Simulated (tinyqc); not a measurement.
Hubbard chain of 5 sites, step by step. One step of it, computed by the program tinyqc.

Task: Mean-field iteration 1. H(up) = T + U n(down), H(down) = T + U n(up); fill the lowest levels; n(new) = n + mixing (n(out) - n); E = tr T (rho up + rho down) + U sum n_up n_down of the output.

one-body matrix (hopping and site energies) (eV):
```
           1          2          3          4          5
1   0.000000  -0.830000   0.000000   0.000000   0.000000
2  -0.830000   0.000000  -0.830000   0.000000   0.000000
3   0.000000  -0.830000   0.000000  -0.830000   0.000000
4   0.000000   0.000000  -0.830000   0.000000  -0.830000
5   0.000000   0.000000   0.000000  -0.830000   0.000000
```

U = 8.400000 eV

electrons, up and down: 2  2

mixing = 1

n(up) at the start (a guess, not normalised): 1 0.400000, 2 0.400000, 3 0.400000, 4 0.400000, 5 0.400000

n(down) at the start (a guess): 1 0.400000, 2 0.400000, 3 0.400000, 4 0.400000, 5 0.400000

Give: levels, up; levels, down; energy; n(up) after iteration 1; n(down) after iteration 1.

Result:

levels, up (eV): 1.922  2.530  3.360  4.190  4.798

levels, down (eV): 1.922  2.530  3.360  4.190  4.798

energy = 2.465 eV

n(up) after iteration 1: 1 0.333, 2 0.500, 3 0.333, 4 0.500, 5 0.333

n(down) after iteration 1: 1 0.333, 2 0.500, 3 0.333, 4 0.500, 5 0.333
